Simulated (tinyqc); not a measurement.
## Density of surface states from the Kelvin-probe reading

Question. n-type bulk, xi = Ec - EF = Vt ln(Nc/Nd), p0 = ni^2/Nd, ni = sqrt(Nc Nv) exp(-Eg/(2 Vt)), Eg in volts. b is the upward band bending, u = b/Vt. Space charge per area, in units of q: Qc = sign(b) sqrt((2 eps0 eps_r Vt/q) [(Nd + dn)(exp(-u) - 1) + Nd u + (p0 + dn)(exp(u) - 1)]), with dn the excess density under light (flat quasi-Fermi levels; 0 in the dark). The states hold -Ds (E0 - xi - b): negative while the Fermi level lies above the neutrality level. Neutrality: Qc + Qf + (charge of the states) = 0. Work function chi + xi + b; contact potential difference CPD = (work function of the sample) - pt. Find b, Qc and Ds.

Inputs (values chosen for the exercise); band and dielectric values those of a made-up semiconductor: temperature T = 350 K; band gap Eg = 1.14 eV; relative permittivity eps_r = 13.5; conduction-band density of states at T Nc = 6e17 cm^-3; valence-band density of states at T Nv = 1.23e19 cm^-3; electron affinity chi = 4.41 eV; donor density Nd = 1.2e15 cm^-3; fixed positive charge at the surface Qf = 0 cm^-2; work function of the probe tip pt = 5.08 eV; depth of their neutrality level below the conduction edge E0 = 0.41 eV.

Constants: q = 1.602176634e-19 C, kB = 1.380649e-23 J/K, Vt = kB T/q, eps0 = 8.8541878128e-14 F/cm where lengths are in cm. Results are converted to the units shown.

CPD = -281.29148 mV

Answer. The CPD gives b, b gives Qc, and neutrality gives Ds.

b = 0.201 V
Qc = 5.54e10 cm^-2
Ds = 2.60e12 cm^-2 eV^-1

tinyqc, about 0.01 s, one thread, Intel Xeon 2.30GHz (shared host): `OMP_NUM_THREADS=1 python tinyqc.py 2430074 2430075 out.jsonl`
